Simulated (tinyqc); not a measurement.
Trap in a gate oxide as a short-range spherical well: one step. Level, tunnelling time and occupation. Four cases, with inputs chosen for the exercise.

Task: Give E_T, S, tau and ln(tau_c/tau_e) = (E_T - EF)/kB T.

Energies from the conduction edge of the channel. The trap level at depth x is E_T = dEc - Et - e Fox x (1 MV/cm = 0.01 eV/angstrom). An electron at the channel edge tunnels with the WKB exponent S = (4/3) sqrt(m/c) [dEc^(3/2) - (dEc - e Fox x)^(3/2)]/(e Fox), c = hbar^2/2m0; tau = t0 exp(S); the occupation is f = 1/(1 + exp((E_T - EF)/kB T)), tau_c = tau/f and tau_e = tau/(1 - f). Lattice relaxation is left out; a level below the channel edge needs phonons as well, so tau is then a lower bound, while a level above it can also empty elastically at its own energy, through a thinner barrier, faster than this tau.

Constants: hbar^2/2m0 = 3.80998211 eV angstrom^2; kB = 8.617333262e-05 eV/K.

Give: E_T; S; tau; ln(tau_c/tau_e).

Case 1.

Values chosen (near those of SiO2 on 4H SiC; shifted at random, so the results belong to these values and not to a real crystal): dEc = 2.63 eV (conduction offset to the channel); m = 0.464 m0 (mass); Fox = 6.2 MV/cm (oxide field, lowering levels away from the channel); t0 = 20 x 1e-11 s (time constant at the interface); T = 300 K (temperature); EF = 0.04 eV (Fermi level above the channel edge); x = 6 angstrom (depth of the trap).

Et = 2.253237 eV

Result:

E_T = 0.005 eV
S = 6.545
tau = 1.39e-07 s
ln(tau_c/tau_e) = -1.4

The level lies within 3 kB T of EF, so the trap switches and shows as telegraph noise. A flat barrier would give S = 2 sqrt(m dEc/c) x = 6.79.

Case 2.

Values chosen (near those of Al2O3 on GaAs; shifted at random, so the results belong to these values and not to a real crystal): dEc = 1.94 eV (conduction offset to the channel); m = 0.294 m0 (mass); Fox = 2.6 MV/cm (oxide field, lowering levels away from the channel); t0 = 1.4 x 1e-11 s (time constant at the interface); T = 400 K (temperature); EF = 0.05 eV (Fermi level above the channel edge); x = 14 angstrom (depth of the trap).

Et = 1.062671 eV

Result:

E_T = 0.513 eV
S = 10.308
tau = 4.20e-07 s
ln(tau_c/tau_e) = 13.4

The level lies 13 kB T above EF, so the trap is mostly empty. A flat barrier would give S = 2 sqrt(m dEc/c) x = 10.83.

Case 3.

Values chosen (near those of HfO2 on Si; shifted at random, so the results belong to these values and not to a real crystal): dEc = 1.48 eV (conduction offset to the channel); m = 0.204 m0 (mass); Fox = 2.6 MV/cm (oxide field, lowering levels away from the channel); t0 = 0.36 x 1e-11 s (time constant at the interface); T = 300 K (temperature); EF = 0.09 eV (Fermi level above the channel edge); x = 14 angstrom (depth of the trap).

Et = 1.269111 eV

Result:

E_T = -0.153 eV
S = 7.376
tau = 5.75e-09 s
ln(tau_c/tau_e) = -9.4

The level lies 9 kB T below EF, so the trap is mostly filled. A flat barrier would give S = 2 sqrt(m dEc/c) x = 7.88.

Case 4.

Values chosen (near those of SiO2 on Si; shifted at random, so the results belong to these values and not to a real crystal): dEc = 3.14 eV (conduction offset to the channel); m = 0.462 m0 (mass); Fox = 3.2 MV/cm (oxide field, lowering levels away from the channel); t0 = 0.42 x 1e-11 s (time constant at the interface); T = 300 K (temperature); EF = -0.09 eV (Fermi level above the channel edge); x = 14 angstrom (depth of the trap).

Et = 2.297177 eV

Result:

E_T = 0.395 eV
S = 16.646
tau = 7.12e-05 s
ln(tau_c/tau_e) = 18.8

The level lies 19 kB T above EF, so the trap is mostly empty. A flat barrier would give S = 2 sqrt(m dEc/c) x = 17.28.

Computed by tinyqc, one run a case: `OMP_NUM_THREADS=1 python tinyqc.py N N+1 out.jsonl` with N = 1251197, 1251429, 1251460, 1251474; one thread of a shared Intel(R) Xeon(R) Processor @ 2.30GHz, about 0.01 s a run at most.
